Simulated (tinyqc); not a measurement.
Worked calculation: UHF in the sto-3g basis, for H3+, spin multiplicity 1. One step of it, computed by the program tinyqc.

Task: Iteration 2: diagonalisation and new density. Diagonalise F' = X^T F X, C = X C', fill 1 alpha and 1 beta electrons from the bottom; D(s) = C_occ C_occ^T. Each column has its largest component positive (the first on a tie).

extrapolated F(alpha) (hartree), order 1H 1s, 2H 1s, 3H 1s:
$$\begin{pmatrix}
-0.652330 & -0.415865 & -0.588168 \\
-0.415865 & -0.300761 & -0.176497 \\
-0.588168 & -0.176497 & -0.706865
\end{pmatrix}$$

extrapolated F(beta) (hartree), order 1H 1s, 2H 1s, 3H 1s:
$$\begin{pmatrix}
-0.657250 & -0.612025 & -0.394771 \\
-0.612025 & -0.715216 & -0.171897 \\
-0.394771 & -0.171897 & -0.293749
\end{pmatrix}$$

X, order 1H 1s, 2H 1s, 3H 1s:
$$\begin{pmatrix}
1.067980 & -0.007851 & 0.536280 \\
-0.725851 & -0.718923 & 0.415371 \\
-0.678148 & 0.757130 & 0.399970
\end{pmatrix}$$

Give: F' = X^T F X; orbital energies; coefficients C; F' = X^T F X; orbital energies; coefficients C; D(alpha) after iteration 2; D(beta) after iteration 2.

Result:

F' = X^T F X (alpha) (hartree):
$$\begin{pmatrix}
0.095 & 0.061 & -0.050 \\
0.061 & -0.366 & -0.202 \\
-0.050 & -0.202 & -0.849
\end{pmatrix}$$

orbital energies (alpha) (hartree): MO1 -0.923, MO2 -0.307, MO3 0.110

coefficients C (alpha), order 1H 1s, 2H 1s, 3H 1s:
$$\begin{pmatrix}
0.530 & -0.376 & 1.003 \\
0.129 & -0.672 & -0.865 \\
0.614 & 0.693 & -0.579
\end{pmatrix}$$

F' = X^T F X (beta) (hartree):
$$\begin{pmatrix}
0.090 & -0.061 & -0.041 \\
-0.061 & -0.353 & 0.202 \\
-0.041 & 0.202 & -0.859
\end{pmatrix}$$

orbital energies (beta) (hartree): MO1 -0.929, MO2 -0.296, MO3 0.103

coefficients C (beta), order 1H 1s, 2H 1s, 3H 1s:
$$\begin{pmatrix}
0.529 & 0.358 & 1.010 \\
0.615 & -0.667 & -0.627 \\
0.117 & 0.709 & -0.823
\end{pmatrix}$$

D(alpha) after iteration 2, order 1H 1s, 2H 1s, 3H 1s:
$$\begin{pmatrix}
0.281 & 0.068 & 0.326 \\
0.068 & 0.017 & 0.079 \\
0.326 & 0.079 & 0.377
\end{pmatrix}$$

D(beta) after iteration 2, order 1H 1s, 2H 1s, 3H 1s:
$$\begin{pmatrix}
0.279 & 0.325 & 0.062 \\
0.325 & 0.378 & 0.072 \\
0.062 & 0.072 & 0.014
\end{pmatrix}$$
